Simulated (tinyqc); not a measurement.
Inside a calculation. Model: graded p-n junction, non-linear Poisson equation by Newton steps.

Numbers from tinyqc (`OMP_NUM_THREADS=1 python tinyqc.py 2000161 2000162 out.jsonl`; about 0.04 s on one thread of a shared Intel Xeon 2.30GHz). Printed values are rounded.

One dimension, p side on the left, n side on the right; net doping C = (Nd - Na)/2 + ((Nd + Na)/2) tanh(x/Lg). The potential psi is counted from the intrinsic level, and the quasi-Fermi potentials are flat: 0 for holes and -V for electrons, so n = ni exp((psi + V)/Vt) and p = ni exp(-psi/Vt) (Boltzmann statistics, full ionisation, no current).

Inputs (values chosen for the exercise); band and dielectric values close to those of gallium arsenide:
```
symbol    value   unit                                 meaning
T           300      K                             temperature
Eg         1.43     eV                                band gap
eps_r        13                          relative permittivity
Nc      4.46e17  cm^-3  conduction-band density of states at T
Nv      9.16e18  cm^-3     valence-band density of states at T
Na       2.9e16  cm^-3          acceptor density of the p side
Nd       3.9e15  cm^-3             donor density of the n side
V             0      V   bias of the p side against the n side
Lg          370     nm                          grading length
```

Constants: q = 1.602176634e-19 C, kB = 1.380649e-23 J/K, Vt = kB T/q, eps0 = 8.8541878128e-14 F/cm where lengths are in cm. Results are converted to the units shown.

## Intrinsic density, end potentials and Debye lengths

ni = sqrt(Nc Nv) exp(-Eg/(2 Vt)), Eg in volts; psi_p = -Vt ln(Na/ni), psi_n = Vt ln(Nd/ni) - V; Debye length sqrt(eps0 eps_r Vt/(q N)).

ni = 1.96854e6 cm^-3
psi_p = -0.605280 V
psi_n = 0.553412 V
Debye length, p side = 25.3069 nm
Debye length, n side = 69.0090 nm

## Net doping on the mesh

x, node 0 to 10 (nm): [-2800, -1950, -1250, -669, -195, 195, 672, 1250, 1970, 2840, 3900]

C = (Nd - Na)/2 + ((Nd + Na)/2) tanh(x/Lg), taken at the nodes.

net doping C, node 0 to 10 (cm^-3): [-2.90000e16, -2.89991e16, -2.89618e16, -2.81387e16, -2.04971e16, -4.60292e15, 3.05216e15, 3.86178e15, 3.89922e15, 3.89999e15, 3.90000e15]

## Couplings between neighbouring nodes

a_i = eps0 eps_r/h_i for the interval from node i to i + 1, with h_i = x_(i+1) - x_i in cm.

coupling a_i, interval 0 to 9 (F/cm^2): [1.35417e-8, 1.64435e-8, 1.98114e-8, 2.42836e-8, 2.95140e-8, 2.41309e-8, 1.99143e-8, 1.59867e-8, 1.32304e-8, 1.08589e-8]

## Starting potential

A straight line in x from psi_p = -Vt ln(Na/ni) at the first node to psi_n = Vt ln(Nd/ni) - V at the last.

psi at the start, node 0 to 10 (V): [-0.605280, -0.458282, -0.337224, -0.236747, -0.154773, -0.087327, -0.004835, 0.095124, 0.219640, 0.370097, 0.553412]

## Iteration 1: densities, residual and Jacobian diagonal

n_i = ni exp((psi_i + V)/Vt), p_i = ni exp(-psi_i/Vt), rho_i = p_i - n_i + C_i, g_i = (n_i + p_i)/Vt. Box widths w_i = (h_(i-1) + h_i)/2 in cm. Residual F_i = a_i (psi_(i+1) - psi_i) - a_(i-1) (psi_i - psi_(i-1)) + q rho_i w_i; Jacobian: a_(i-1) and a_i beside the diagonal, b_i = -a_(i-1) - a_i - q g_i w_i on it. The two end nodes are fixed.

n, node 0 to 10 (cm^-3): [1.33626e-4, 0.0393869, 4.25625, 207.481, 4943.86, 67160.4, 1.63274e6, 7.80103e7, 9.63678e9, 3.24713e12, 3.9e15]
p, node 0 to 10 (cm^-3): [2.9e16, 9.83865e13, 9.10459e11, 1.86771e10, 7.83830e8, 5.76998e7, 2.37339e6, 49674.7, 402.120, 1.19341, 9.93626e-4]
residual F, node 1 to 9 (C/cm^2): [-3.58857e-7, -2.97195e-7, -2.37813e-7, -1.41869e-7, -3.19693e-8, 2.57953e-8, 4.01553e-8, 4.96654e-8, 6.02476e-8]
diagonal b, node 1 to 9 (F/cm^2): [-7.72408e-8, -3.66163e-8, -4.41012e-8, -5.37978e-8, -5.36449e-8, -4.40452e-8, -3.59010e-8, -2.92219e-8, -2.60313e-8]

## Iteration 1: Newton step

Solve the tridiagonal system a_(i-1) d_(i-1) + b_i d_i + a_i d_(i+1) = -F_i for nodes 1 to 9, with d = 0 on fixed nodes. Each component d is damped to sign(d) Vt ln(1 + |d|/Vt) before it is added.

Newton step d, before damping, node 1 to 9 (V): [-13.5591, -41.8683, -51.1274, -48.9011, -42.2628, -32.8189, -22.6707, -12.5411, -4.0596]
psi after iteration 1, node 0 to 10 (V): [-0.605280, -0.620227, -0.528284, -0.432968, -0.349845, -0.278629, -0.189603, -0.080090, 0.059708, 0.239214, 0.553412]

## Iteration 2: densities, residual and Jacobian diagonal

As before.

n, node 0 to 10 (cm^-3): [1.33626e-4, 7.49528e-5, 0.00262645, 0.104857, 2.61223, 41.0566, 1285.12, 88856.0, 1.98242e7, 2.05473e10, 3.9e15]
p, node 0 to 10 (cm^-3): [2.9e16, 5.17011e16, 1.47543e15, 3.69564e13, 1.48346e12, 9.43853e10, 3.01538e9, 4.36115e7, 1.95475e5, 188.596, 9.93626e-4]
residual F, node 1 to 9 (C/cm^2): [2.83602e-7, -2.81687e-7, -2.37371e-7, -1.41775e-7, -3.19222e-8, 2.58279e-8, 4.02093e-8, 4.98056e-8, 6.13344e-8]
diagonal b, node 1 to 9 (F/cm^2): [-2.48623e-5, -6.21927e-7, -5.61768e-8, -5.41948e-8, -5.36702e-8, -4.40462e-8, -3.59010e-8, -2.92171e-8, -2.41016e-8]

## Iteration 2: Newton step

As before.

Newton step d, before damping, node 1 to 9 (V): [0.0109, -0.7527, -9.4204, -11.4038, -8.3856, -3.3799, 1.3885, 4.8133, 5.1870]
psi after iteration 2, node 0 to 10 (V): [-0.605280, -0.611126, -0.616312, -0.585521, -0.507324, -0.428182, -0.315783, 0.023371, 0.194968, 0.376397, 0.553412]

## Iteration 3: densities, residual and Jacobian diagonal

As before.

n, node 0 to 10 (cm^-3): [1.33626e-4, 1.06581e-4, 8.72090e-5, 2.86966e-4, 0.00590842, 0.126185, 9.75498, 4.86139e6, 3.71082e9, 4.14324e12, 3.9e15]
p, node 0 to 10 (cm^-3): [2.9e16, 3.63585e16, 4.44351e16, 1.35038e16, 6.55868e14, 3.07100e13, 3.97248e11, 7.97127e5, 1044.28, 0.935293, 9.93626e-4]
residual F, node 1 to 9 (C/cm^2): [9.13745e-8, 1.59482e-7, -1.22397e-7, -1.36892e-7, -3.13795e-8, 2.98404e-8, 3.61446e-8, 4.93226e-8, 5.97556e-8]
diagonal b, node 1 to 9 (F/cm^2): [-1.74932e-5, -1.76748e-5, -4.45874e-6, -2.29394e-7, -6.18955e-8, -4.41750e-8, -3.59010e-8, -2.92190e-8, -2.65672e-8]

## Iteration 3: Newton step

As before.

Newton step d, before damping, node 1 to 9 (V): [0.00523, 0.00899, -0.02992, -0.46000, 1.08755, 4.65255, 7.50430, 8.79575, 6.62948]
psi after iteration 3, node 0 to 10 (V): [-0.605280, -0.606361, -0.608593, -0.605396, -0.583161, -0.330906, -0.181396, 0.170063, 0.345752, 0.519896, 0.553412]

## Course of the Newton iteration

Stop when the largest undamped |d| is below 1e-9 V, or after 80 iterations.

Course of the iteration:
```
iteration  largest |F| (C/cm^2)  largest |d| (V)  at node
1                       3.59e-7             51.1        3
2                       2.84e-7             11.4        4
3                       1.59e-7             8.80        8
4                       4.96e-8             4.62        7
5                       5.13e-8             2.18        7
6                       3.65e-8             1.25        7
7                       3.12e-8            0.444        5
8                       2.56e-8            0.373        5
9                       2.02e-8            0.260        5
10                      1.39e-8            0.203        6
11                      7.36e-9            0.158        6
12                      4.74e-9           0.0827        6
13                      2.01e-9           0.0203        6
14                     2.34e-10          1.65e-3        6
15                     2.23e-12          1.50e-5        6
16                     1.94e-16          1.30e-9        6
17                      < 1e-19          < 1e-11        3
```

Converged in 17 iterations. Once the step is below 0.1 Vt, 3 more iteration(s) reach the threshold: near the solution the error is roughly squared each time.

## Converged densities, field and charge

converged psi, node 0 to 10 (V): [-0.605280, -0.605279, -0.605245, -0.604480, -0.595970, -0.526451, 0.487806, 0.552329, 0.553399, 0.553412, 0.553412]

n and p as above; field E_i = -(psi_(i+1) - psi_i)/h_i on each interval; charge on either side of the peak Q = eps0 eps_r |E|max (Gauss).

n, node 0 to 10 (cm^-3): [1.33626e-4, 1.33630e-4, 1.33808e-4, 1.37827e-4, 1.91550e-4, 0.00281942, 3.08264e14, 3.73985e15, 3.89789e15, 3.89998e15, 3.9e15]
p, node 0 to 10 (cm^-3): [2.9e16, 2.89991e16, 2.89604e16, 2.81160e16, 2.02305e16, 1.37445e15, 0.0125709, 0.00103617, 9.94164e-4, 9.93631e-4, 9.93626e-4]
field E, interval 0 to 9 (kV/cm): [0.0000, -0.0005, -0.0132, -0.1795, -1.7826, -21.2632, -1.1163, -0.0149, -0.0002, 0.0000]
peak |E| = 21.2632 kV/cm
charge Q = 24.4749 nC/cm^2

A mesh of more than 1000 nodes gives a peak field of 19.53 kV/cm; the 11-node value is 8.9 % above it.
